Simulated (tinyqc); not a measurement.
Changing the asymmetry L1: regular and subregular solution with a miscibility gap. Computed by tinyqc, a small Python program. Command: `OMP_NUM_THREADS=1 python tinyqc.py 3003596 3003597 out.jsonl regsol sweep`. One thread of a shared host (Intel(R) Xeon(R) Processor @ 2.30GHz), about 0.01 s of CPU time with the checks.

Per mole of mixing sites: G(x) = x (1 - x) [L0 + L1 (1 - 2x)] + R T [x ln x + (1 - x) ln(1 - x)], x the fraction of B.

Inputs (values chosen for the exercise, for a model alloy):

| quantity | value | unit |
|---|---|---|
| interaction L0 | 18.3 | kJ/mol |
| size misfit eta = d ln a/dx | 0.015 | - |
| temperature T | 578 | K |
| start value s0 | 0.05 | - |

Source of L0: given.

Constants: R = 8.314462618 J/(mol K).

Method:
- L0 and eta are given.
- The spinodal is G'' = 0, R T_s(x) = x (1 - x) [2 L0 + 6 L1 (1 - 2x)]; the critical point is its maximum.
- G' = L0 (1 - 2x) + L1 (1 - 6x + 6x^2) + R T ln[x/(1 - x)]; G'' = -2 L0 - 6 L1 (1 - 2x) + R T/[x (1 - x)].
- Common tangent: F1 = G'(x1) - G'(x2) = 0 and F2 = [G - x G'](x1) - [G - x G'](x2) = 0. Newton step: J = [[G''(x1), -G''(x2)], [-x1 G''(x1), x2 G''(x2)]], J dx = -F; a step that would leave 0 < x < 1 is halved until it stays inside. The start is x1 = s0, x2 = 1 - s0.
- Stop when the step is below 1e-12, or when x1 and x2 meet within 1e-5; residuals under 1e-7 are shown as 0.

One run for each value:

| asymmetry L1 (kJ/mol) | critical composition x_c | critical temperature T_c (K) | solubility limit x1 | solubility limit x2 |
|---|---|---|---|---|
| -2.20 | 0.5828 | 1134 | 0.04254 | 0.9841 |
| -1.30 | 0.5516 | 1113 | 0.03522 | 0.9804 |
| 0.48 | 0.4804 | 1102 | 0.02369 | 0.9706 |
| 1.40 | 0.4447 | 1115 | 0.01916 | 0.9640 |
| 2.30 | 0.4141 | 1137 | 0.01552 | 0.9566 |
| 3.20 | 0.3884 | 1168 | 0.01256 | 0.9482 |
| 4.00 | 0.3695 | 1201 | 0.01039 | 0.9402 |
| 4.90 | 0.3520 | 1243 | 0.00839 | 0.9306 |

Give the missing row, asymmetry L1 (kJ/mol) = -0.41.

Computed row; columns: (1) asymmetry L1 (kJ/mol); (2) critical composition x_c; (3) critical temperature T_c (K); (4) solubility limit x1; (5) solubility limit x2:
```
(1)       (2)   (3)      (4)     (5)
-0.41  0.5167  1102  0.02897  0.9759
```

Interpolating between the two neighbouring rows (linearly) misses most in solubility limit x1, by 1.7 %. Over the rows, critical composition x_c falls from 0.583 to 0.352; critical temperature T_c (K) goes from 1130 through a minimum among these rows, 1100 at -0.410, to 1240; solubility limit x1 falls from 0.0425 to 0.00839. B in A costs L0 + L1 and A in B costs L0 - L1 at infinite dilution, so raising L1 lowers x1 and lets more A into B.

Extremes, crossings and ranges named in words are read from the listed rows.
